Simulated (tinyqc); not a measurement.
# Cabrera-Mott growth of a thin oxide under its own electric field, step by step

A worked calculation. Computed by tinyqc, a small Python program that keeps every step. Command: `OMP_NUM_THREADS=1 python tinyqc.py 3010570 3010571 out.jsonl cabrera walk`. One thread of a shared host (Intel(R) Xeon(R) Processor @ 2.30GHz), about 0.02 s of CPU time with the checks. Intermediate numbers are printed to about 6 digits and carried at full precision; extremes and crossings named in words are read from the listed rows.

Electrons cross the film freely and set a fixed potential V across it; the field V/x lowers the barrier for ions entering the oxide.

Inputs (values chosen for the exercise, for a model metal):
```
quantity,value,unit
barrier W,1.78,eV
Mott potential V,0.8,V
ion charge number z,3,-
half jump distance b,1.4,angstrom
prefactor u0 = N Omega nu,3.1e+13,angstrom/s
temperature T,500,K
starting thickness x0,3.3,angstrom
time t,940000,s
```

Backward hops: kept.

Constants: k_B = 8.617333262e-05 eV/K.

## Scales

u = u0 exp(-W/(k_B T)), X1 = z b V/(k_B T) with V in volts and k_B T in eV; dx/dt = 2 u sinh(X1/x).

u = 3.54610e-05 angstrom/s

X1 = 77.9824 angstrom

## Field and rate at the start

Field E = V/x; the barrier is lowered by z b V/x.

field = 24.2424 MV/cm

barrier lowering = 1.01818 eV

rate = 649490 angstrom/s

## Thickness after time t

t(x) = int_(x0)^x dx / (dx/dt) by Gauss-Legendre quadrature (80 points on each side of (x0 + 2 x)/3), solved for x.

thickness x = 115.393 angstrom

rate at time t = 5.16616e-05 angstrom/s

field at time t = 0.693284 MV/cm

X1/x = 0.676: the field is now weak. Caution: the starting field or rate is formal: the first layers form as fast as oxygen arrives. Caution: electrons tunnel only through a few nanometres, so beyond about 10 nm a fixed Mott potential is doubtful.

## Limiting thickness

Growth counts as stopped when u exp(X1/x) falls to 1e-5 angstrom/s: x_L = X1/ln(1e-5/u), defined while u is below that rate; the critical temperature is T_c = W/(k_B ln(u0/1e-5)).

Limiting thickness x_L: none: u exceeds the rate

critical temperature T_c = 485.135 K

T is above T_c, so u exp(X1/x) never falls to that level.

## Growth over eight decades

Closed form for thin films (leading term of the integral): x solves (x^2/(u X1)) exp(-X1/x) = t.

Thickness:
```
t (s),x (angstrom),1/x (1/angstrom),closed form (angstrom)
1.00e+00,7.91,0.126380,7.799
1.00e+01,9.81,0.101924,9.611
1.00e+02,12.74,0.078465,12.352
1.00e+03,17.73,0.056415,16.841
1.00e+04,27.43,0.036458,25.006
1.00e+05,50.46,0.019817,42.040
1.00e+06,118.45,0.008443,83.761
1.00e+07,340.11,0.002940,201.748
1.00e+08,1055.22,0.000948,563.537
```

Per decade of time the film gains 1.9 angstrom at first and 720 at the end. The inverse-logarithmic law predicts -X1 d(1/x)/d ln t near 1; the rows give 0.83 at first and 0.07 at the end. The closed form misses by at most a factor 1.9, as it needs x well below X1 and above x0. In the last rows x grows as t^0.49, approaching the parabolic law x^2 = 4 u X1 t of weak fields. Caution: rows beyond about 10 nm exceed the range where electrons tunnel freely and hold a fixed Mott potential.

Checks made by the program: quadrature against adaptive integration (relative difference below 1e-10).
